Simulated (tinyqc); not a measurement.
# Thermal resistances of a two-die stack

Problem. Heat leaves through the lower die only, and the system is linear. Find the resistance R1 from the lower die to the coolant, R2 between the dies, and the rise of the upper die when both are powered.

Values chosen for this exercise:
- P1 = 40 W (power of the lower die)
- P2 = 8.5 W (power of the upper die)

rises of the lower and upper die with only the lower one powered (K): [14.8, 14.8]
rises of the lower and upper die with only the upper one powered (K): [3.145, 3.74]

Answer. With only the lower die powered no heat crosses R2, so both dies rise by P1 R1; the difference in the second test is P2 R2; rises add.

R1 = 0.3700 K/W
R2 = 0.07000 K/W
rise of the upper die = 18.54 K

tinyqc, about 0.02 s, one thread, Intel Xeon 2.30GHz (shared host): `OMP_NUM_THREADS=1 python tinyqc.py 2162084 2162085 out.jsonl`
